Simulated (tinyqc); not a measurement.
Inside a calculation. Model: lateral field, substrate current, probability of reaching the oxide barrier and hot-carrier lifetime of a silicon transistor (pseudo-two-dimensional and lucky-electron models). Computed by tinyqc, a small Python program that keeps every step. Command: `OMP_NUM_THREADS=1 python tinyqc.py 3023990 3023991 out.jsonl hotcar walk`. One thread of a shared host (Intel(R) Xeon(R) Processor @ 2.30GHz), about 0.01 s of CPU time with the checks. Intermediate numbers are printed to about 5 digits and carried at full precision; extremes and crossings named in words are read from the listed rows.

Local-field models: a lucky carrier gains its energy at the peak field over a path free of collisions. Voltages are magnitudes.

Inputs (values chosen for the exercise, modelled on a silicon n-channel):
```
quantity                              value                      unit
channel length L                        800                        nm
oxide thickness t                        14                        nm
junction depth x_j                      170                        nm
mobility mu                             300                cm^2/(V s)
saturation velocity v_s                0.86                  1e7 cm/s
threshold voltage V_T                  0.59                         V
gate voltage V_G                        2.4                         V
drain voltage V_D                       5.9                         V
ionisation prefactor A_i              2e+06                      1/cm
ionisation field B_i                   1.64                     MV/cm
hot-carrier mean free path lambda       8.6                        nm
oxide barrier phi_b                     3.1                        eV
interface-trap threshold phi_it         3.6                        eV
lifetime constant H                      10  s microampere/micrometre
length of the depleted extension L_n    120                        nm
```

Drain: lightly doped extension.

Constants: eps_0 = 8.8541878128e-12 F/m.

## Saturation point and current

C_ox = 3.9 eps_0/t; F_sat = 2 v_s/mu; V_Dsat = V_ov F_sat L/(V_ov + F_sat L), V_ov = V_G - V_T; I_D/W = C_ox v_s (V_ov - V_Dsat).

F_sat = 57.333 kV/cm

V_Dsat = 1.2978 V

drain current I_D/W = 108.64 microampere/micrometre

## Peak lateral field

Scale length l = 0.22 t^(1/3) x_j^(1/2) (all in cm); F_m = sqrt(((V_D - V_Dsat)/l_e)^2 + F_sat^2), with l_e = l + L_n; length of the velocity-saturated region l_e ln((V_D - V_Dsat)/(l_e F_sat) + F_m/F_sat).

scale length l = 101.47 nm

peak field F_m = 215.56 kV/cm

velocity-saturated length = 442.80 nm

energy gained over one free path, e lambda F_m = 0.18538 eV

The field rises from F_sat to F_m as cosh(x/l_e), a factor 3.8, over 55 % of L. Caution: the empirical formula for l was fitted to oxides of about 15 nm or more; for thinner ones it is an extrapolation.

## Hot-carrier currents and lifetime

Substrate current I_sub/I_D = (A_i/B_i)(V_D - V_Dsat) exp(-B_i/F_m); probability of reaching the oxide barrier exp(-phi_b/(e lambda F_m)); lifetime tau = (H/(I_D/W)) exp(phi_it/(e lambda F_m)).

I_sub/I_D = 0.0027862

substrate current I_sub/W = 0.30269 microampere/micrometre

probability of reaching phi_b = 5.4656e-08

lifetime tau = 2.4988e+07 s

exponent m = phi_it/(e lambda B_i) = 2.5525

Since both exponentials depend on 1/F_m, tau I_D scales about as (I_sub/I_D)^(-m) with m = 2.55, which lets I_sub serve as the monitor. The lifetime is 0.0792 times ten years (3.156e8 s).

## Substrate current against gate voltage

The formulas are those given above.

At the given drain voltage:
```
V_G (V)  V_Dsat (V)  I_D/W (microampere/micrometre)  F_m (kV/cm)  I_sub/W (microampere/micrometre)     tau (s)
0.89         0.2816                            3.91       260.08                           0.04887  2.5017e+07
1.20         0.5384                           15.19       248.78                           0.13617  1.3364e+07
1.70         0.8937                           45.88       233.20                           0.24724  1.3619e+07
2.20         1.1917                           88.73       220.18                           0.29674  2.0348e+07
3.00         1.5799                          176.09       203.31                           0.29123  4.9662e+07
3.80         1.8884                          280.34       189.99                           0.24453  1.3218e+08
4.70         2.1676                          412.02       178.01                           0.18704  3.9619e+08
5.60         2.3945                          554.80       168.34                           0.13938  1.1351e+09
6.50         2.5825                          705.84       160.39                           0.10352  3.0617e+09
```

I_sub peaks at V_G = 2.2 V, 0.37 V_D: a higher gate voltage brings more carriers but raises V_Dsat and so lowers F_m. The shortest lifetime among the rows lies at V_G = 1.2 V, below that of the largest I_sub, since tau depends more steeply on the field.

## Extrapolating accelerated tests

V_10 solves tau = 3.156e8 s at the given V_G. The extrapolation fits ln(tau) against 1/V_D at 1, 1.08, 1.16 and 1.25 times the given V_D (rounded to 3 digits) by least squares and reads off the same tau.

Stress points:
```
V_D (V)  1/V_D (1/V)     tau (s)
5.90         0.16949  2.4988e+07
6.37         0.15699  4.6187e+06
6.84         0.14620  1.1104e+06
7.38         0.13550  2.7812e+05
```

ten-year drain voltage V_10 = 5.3251 V

V_10 from the 1/V_D extrapolation = 5.2975 V

The extrapolation is 28 mV below the true value: ln(tau) is nearly linear in 1/(V_D - V_Dsat), not in 1/V_D, so the straight line errs on the safe side when one extrapolates down.

Checks made by the program: voltage drop as the integral of F_sat cosh(x/l_e) over the saturated length (relative difference below 1e-10).
